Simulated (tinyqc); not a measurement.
# Graded p-n junction, non-linear Poisson equation by Newton steps: capacitance and field against bias

One dimension, p side on the left, n side on the right; net doping C = (Nd - Na)/2 + ((Nd + Na)/2) tanh(x/Lg). The potential psi is counted from the intrinsic level, and the quasi-Fermi potentials are flat: 0 for holes and -V for electrons, so n = ni exp((psi + V)/Vt) and p = ni exp(-psi/Vt) (Boltzmann statistics, full ionisation, no current).

The Poisson equation d/dx(eps0 eps_r dpsi/dx) = -q (p - n + C) is solved on a mesh of more than 1000 nodes that ends in neutral material (psi_p = -Vt ln(Na/ni), psi_n = Vt ln(Nd/ni) - V). C_j = q d/dV of the integral of p over x, from the linearised equation. ni = sqrt(Nc Nv) exp(-Eg/(2 Vt)), Eg in volts. Depletion approximation: Vbi = Vt ln(Na Nd/ni^2), W = sqrt(2 eps0 eps_r (Vbi - V)(1/Na + 1/Nd)/q), xp = W Nd/(Na + Nd), xn = W Na/(Na + Nd), peak field 2 (Vbi - V)/W, capacitance eps0 eps_r/W. The last column applies it to an abrupt Na-Nd junction.

Inputs (values chosen for the exercise); band and dielectric values close to those of cadmium telluride: temperature T = 300 K; band gap Eg = 1.48 eV; relative permittivity eps_r = 10; conduction-band density of states at T Nc = 7.93e17 cm^-3; valence-band density of states at T Nv = 1.76e19 cm^-3; acceptor density of the p side Na = 1.3e18 cm^-3; donor density of the n side Nd = 2e16 cm^-3; grading length Lg = 160 nm.

Constants: q = 1.602176634e-19 C, kB = 1.380649e-23 J/K, Vt = kB T/q, eps0 = 8.8541878128e-14 F/cm where lengths are in cm. Results are converted to the units shown.

Capacitance and field against bias:

| V (V) | peak \|E\| (kV/cm) | C_j (nF/cm^2) | 1/C_j^2 (cm^4/uF^2) | eps0 eps_r/C_j (nm) | abrupt depletion C (nF/cm^2) |
|---|---|---|---|---|---|
| 0 | 53.89 | 26.05 | 1474 | 339.9 | 32.56 |
| -0.25 | 60.95 | 24.13 | 1717 | 366.9 | 29.85 |
| -0.5 | 67.55 | 22.63 | 1953 | 391.3 | 27.73 |
| -0.75 | 73.76 | 21.40 | 2183 | 413.7 | 26.00 |
| -1 | 79.65 | 20.37 | 2409 | 434.6 | 24.55 |
| -1.25 | 85.28 | 19.49 | 2632 | 454.2 | 23.33 |
| -1.5 | 90.68 | 18.73 | 2851 | 472.8 | 22.27 |
| -1.75 | 95.87 | 18.05 | 3069 | 490.5 | 21.34 |
| -2 | 100.9 | 17.45 | 3284 | 507.4 | 20.52 |

With V going from 0 to -2 V, C_j falls from 26.0 to 17.5 nF/cm^2 and the peak field rises from 53.9 to 101 kV/cm. The slope of 1/C_j^2, read as N = 2/(q eps0 eps_r |slope|), gives 1.45e16 cm^-3 between the first two rows and 1.64e16 cm^-3 between the last two, against Na Nd/(Na + Nd) = 1.97e16 cm^-3; it is not a straight line, so no single doping describes it. At the end C_j goes as (Vbi - V)^(-0.43) with Vbi = 1.32 V, and it is 15 % below the abrupt depletion formula (at the first row 20 % below it).

Program tinyqc, `OMP_NUM_THREADS=1 python tinyqc.py 2000015 2000016 out.jsonl`; Intel Xeon 2.30GHz, shared host, one thread, about 0.06 s.
